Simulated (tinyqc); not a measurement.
Brillouin zone and empty-lattice bands of the diamond structure: sweeps and comparisons. A value that a table varies takes the place of the one given here.

Primitive vectors a1 = a (0,1/2,1/2), a2 = a (1/2,0,1/2), a3 = a (1/2,1/2,0); atoms at 0 and (a1 + a2 + a3)/4. Reciprocal vectors obey a_i.b_j = 2 pi delta_ij; k is given in units of 2 pi/a. Empty-lattice levels are c0 (2 pi/a)^2 |k + G|^2, c0 = hbar^2/2m0. Points: X = (1, 0, 0), L = (0.5, 0.5, 0.5), K = (0.75, 0.75, 0), W = (1, 0.5, 0), U = (1, 0.25, 0.25).

Constants: hbar^2/2m0 = 3.80998211 eV angstrom^2.

Inputs chosen for the exercise (out of a larger set: lattice near that of Ge; not measured data): a = 5.606 angstrom (lattice constant).

## Electron counts at which the sphere reaches the zone

Z = V kF^3/(6 pi^2), V the volume of the primitive cell, with kF = |k| of each point.

Results:

| point | \|k\| (2 pi/a) | Z per atom | EF there (eV) |
|---|---|---|---|
| X | 1.0000 | 1.047 | 4.786 |
| L | 0.8660 | 0.680 | 3.590 |
| K | 1.0607 | 1.250 | 5.384 |
| W | 1.1180 | 1.464 | 5.983 |
| U | 1.0607 | 1.250 | 5.384 |

What does this show?

The sphere first touches the zone at L, for Z = 0.680, and covers it at W, for Z = 1.464, while the zone itself holds 1 electron per atom. These counts do not depend on a.

## Empty-lattice bands from Gamma to W

k = f x W; the eight lowest levels, degenerate ones repeated.

Levels (eV):

| f | 1 | 2 | 3 | 4 | 5 | 6 | 7 | 8 |
|---|---|---|---|---|---|---|---|---|
| 0.000 | 0.00 | 14.36 | 14.36 | 14.36 | 14.36 | 14.36 | 14.36 | 14.36 |
| 0.167 | 0.17 | 12.13 | 12.13 | 13.73 | 13.73 | 15.32 | 15.32 | 16.12 |
| 0.333 | 0.66 | 10.24 | 10.24 | 13.43 | 13.43 | 13.43 | 16.62 | 16.62 |
| 0.500 | 1.50 | 8.67 | 8.67 | 11.07 | 13.46 | 13.46 | 15.85 | 18.25 |
| 0.667 | 2.66 | 7.44 | 7.44 | 9.04 | 13.83 | 13.83 | 15.42 | 20.21 |
| 0.833 | 4.15 | 6.55 | 6.55 | 7.35 | 14.52 | 14.52 | 15.32 | 18.51 |
| 1.000 | 5.98 | 5.98 | 5.98 | 5.98 | 15.55 | 15.55 | 15.55 | 15.55 |

How do the results move?

Band 1 is the parabola f^2 x 5.98 eV. The next levels start from the first shell of G at 14.36 eV; a branch falls at first if its G has a component against k, and branches cross. The second level ends at 5.98 eV and meets band 1 at the zone surface.

Run: tinyqc, `OMP_NUM_THREADS=1 python tinyqc.py 1880422 1880423 out.jsonl`; Intel(R) Xeon(R) Processor @ 2.30GHz, one thread, shared host; about 0.01 s of CPU time with all checks.
